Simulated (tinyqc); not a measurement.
Liquidus of a compound AB in a simple-solution melt, liquid-phase epitaxy and vapour pressures. Inputs raised by 5 %, one at a time. Computed by tinyqc, a small Python program. Command: `OMP_NUM_THREADS=1 python tinyqc.py 3014253 3014254 out.jsonl liq35 sens`. One thread of a shared host (Intel(R) Xeon(R) Processor @ 2.30GHz), about 0.03 s of CPU time with the checks.

x is the atom fraction of B in the melt. The melt is a simple solution: R T ln gamma_B = W (1 - x)^2, R T ln gamma_A = W x^2, W = a + b T. The solid AB is stoichiometric.

Inputs (values chosen for the exercise, modelled on InAs for the melt):

| quantity | value | unit |
|---|---|---|
| melting point T_F | 1215 | K |
| entropy of fusion S_F | 60.3 | J/(mol K) |
| interaction a | 17.2 | kJ/mol |
| interaction slope b | -43 | J/(mol K) |
| saturation temperature T | 777 | K |
| molar volume of the melt V_L | 17.7 | cm^3/mol |
| lattice constant a0 | 6.058 | angstrom |
| heat of evaporation of A | 247 | kJ/mol |
| entropy of evaporation of A | 108 | J/(mol K) |
| heat of evaporation of B as (1/2) B2 | 86.2 | kJ/mol |
| entropy of evaporation of B as (1/2) B2 | 61 | J/(mol K) |

Constants: R = 8.314462618 J/(mol K); N_A = 6.02214076e+23 1/mol; k_B = 8.617333262e-05 eV/K.

Method:
- Liquidus (Vieland): f(x) = R T ln[4 x (1 - x)] + 2 W (1/2 - x)^2 + S_F (T_F - T) = 0.
- Newton steps with f' = (1 - 2x)[R T/(x (1 - x)) - 2 W], from the dilute estimate x = (1/4) exp[-(S_F (T_F - T) + W/2)/(R T)]; stop below 1e-13; f under 1e-6 shown as 0.
- dx/dT = -(df/dT)/f', df/dT = R ln[4 x (1 - x)] + 2 b (1/2 - x)^2 - S_F, f' = (1 - 2x)[R T/(x (1 - x)) - 2 W]. Concentrations: C_L = x N_A/V_L in the melt, C_S = 4/a0^3 in the solid; m = dT/dC_L.
- Over the A-rich liquidus: p_A = gamma_A (1 - x) exp(S_A/R - H_A/(R T)), p_B2 = [gamma_B x exp(S_B/R - H_B/(R T))]^2, in bar. Free evaporation is congruent while the A flux over this liquidus is at least the B flux; with A and B2 taken as equal in mass for the estimate, T_c solves p_A = 2 p_B2.

Runs:

| input moved | from | to | solubility x | dx/dT (1/K) | apparent heat of solution k_B T^2 d ln x/dT (eV) | congruent temperature T_c (K) |
|---|---|---|---|---|---|---|
| base run | - | - | 0.013916 | 2.1412e-04 | 0.80052 | 734.75 |
| melting point T_F (K) | 1215 | 1275.75 | 0.008075 | 1.3292e-04 | 0.85640 | 829.80 |
| entropy of fusion S_F (J/(mol K)) | 60.3 | 63.315 | 0.011452 | 1.8595e-04 | 0.84474 | 769.90 |
| interaction a (kJ/mol) | 17.2 | 18.06 | 0.013106 | 2.0398e-04 | 0.80972 | 723.62 |
| interaction slope b (J/(mol K)) | -43 | -45.15 | 0.015609 | 2.3685e-04 | 0.78942 | 755.43 |
| saturation temperature T (K) | 777 | 815.85 | 0.024309 | 3.2453e-04 | 0.76572 | 734.75 |
| molar volume of the melt V_L (cm^3/mol) | 17.7 | 18.585 | 0.013916 | 2.1412e-04 | 0.80052 | 734.75 |

Exponents ln(y'/y) / ln(x'/x):

| input | solubility x | dx/dT | apparent heat of solution k_B T^2 d ln x/dT | congruent temperature T_c |
|---|---|---|---|---|
| melting point T_F | -11.155 | -9.772 | 1.383 | 2.493 |
| entropy of fusion S_F | -3.994 | -2.892 | 1.102 | 0.958 |
| interaction a | -1.229 | -0.995 | 0.234 | -0.313 |
| interaction slope b | 2.353 | 2.067 | -0.286 | 0.569 |
| saturation temperature T | 11.433 | 8.522 | -0.911 | 0.000 |
| molar volume of the melt V_L | 0.000 | 0.000 | 0.000 | 0.000 |

To which inputs is each result most sensitive?

Among the inputs moved here: solubility x answers most in size to saturation temperature T (exponent +11.433), next to melting point T_F (-11.155); its exponent is below 0.0005 for molar volume of the melt V_L. dx/dT answers most in size to melting point T_F (exponent -9.772), next to saturation temperature T (+8.522); its exponent is below 0.0005 for molar volume of the melt V_L. apparent heat of solution k_B T^2 d ln x/dT answers most in size to melting point T_F (exponent +1.383), next to entropy of fusion S_F (+1.102); its exponent is below 0.0005 for molar volume of the melt V_L. congruent temperature T_c answers most in size to melting point T_F (exponent +2.493), next to entropy of fusion S_F (+0.958); its exponent is below 0.0005 for saturation temperature T, molar volume of the melt V_L.
